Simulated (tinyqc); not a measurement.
Bandgap voltage reference from two bipolar transistors: effect of the temperature coefficient of both resistors.

Two transistors of area 1 and N carry the same current I. Is(T) = Is (T/T0)^eta exp[(Vg0 q/kB)(1/T0 - 1/T)], VBE1 = Vt ln(I/Is(T)) + I rb, VBE2 = Vt ln(I/(N Is(T))) + I rb/N. The amplifier forces I R1(T) = VBE1 - VBE2 + Vos, with R(T) = R (1 + tc (T - T0)) for both resistors, and the output is Vref = VBE1 + I R2(T). Base currents and the Early effect are neglected.

Vt = kB T/q; I = (Vt ln N + Vos)/(R1(T) - rb (1 - 1/N)). Box coefficient: span of Vref between 233 and 398 K over its average over T and over 165 K. The last column is the R2 that gives zero slope at T0.

Parameters, values chosen for the exercise; values of the order met in silicon bipolar transistors:
- T0 = 298 K (reference temperature)
- Vg0 = 1.202 V (band-gap voltage extrapolated to 0 K)
- eta = 3 (temperature exponent of the saturation current)
- Is = 7.2e-17 A (saturation current of the unit transistor at T0)
- N = 15 (area ratio of the second transistor)
- R1 = 4.6 kohm (resistor across which the difference of VBE falls, at T0)
- Vos = 2.6 mV (offset of the amplifier)
- rb = 13 ohm (series resistance of the unit transistor)
- R2 = 36.58 kohm (output resistor at T0)

Constants: q = 1.602176634e-19 C, kB = 1.380649e-23 J/K. Results are converted to the units shown.

Result of one run:

| tc (ppm/K) | I at T0 (uA) | Vref at T0 (V) | slope at T0 (uV/K) | box coefficient (ppm/K) | R2 for zero slope (kohm) |
|---|---|---|---|---|---|
| 2000 | 15.72 | 1.246 | -152.7 | 132.1 | 39.59 |

What becomes of these results when the temperature coefficient of both resistors tc is changed from 2000 to 1000 ppm/K, all else the same?

Result of the changed run:

| tc (ppm/K) | I at T0 (uA) | Vref at T0 (V) | slope at T0 (uV/K) | box coefficient (ppm/K) | R2 for zero slope (kohm) |
|---|---|---|---|---|---|
| 1000 | 15.72 | 1.246 | -125.2 | 109.0 | 39.04 |

The whole series:

| tc (ppm/K) | I at T0 (uA) | Vref at T0 (V) | slope at T0 (uV/K) | box coefficient (ppm/K) | R2 for zero slope (kohm) |
|---|---|---|---|---|---|
| -2000 | 15.72 | 1.246 | -42.81 | 31.92 | 37.42 |
| -1000 | 15.72 | 1.246 | -70.28 | 59.40 | 37.96 |
| 0 | 15.72 | 1.246 | -97.76 | 84.92 | 38.50 |
| 1000 | 15.72 | 1.246 | -125.2 | 109.0 | 39.04 |
| 2000 | 15.72 | 1.246 | -152.7 | 132.1 | 39.59 |
| 3000 | 15.72 | 1.246 | -180.2 | 154.6 | 40.13 |

As tc goes from -2000 to 3000, Vref stays at 1.246 V and the box coefficient rises from 31.9 to 155 ppm/K.

Program tinyqc, `OMP_NUM_THREADS=1 python tinyqc.py 2062055 2062056 out.jsonl`; Intel Xeon 2.30GHz, shared host, one thread, about 0.03 s.
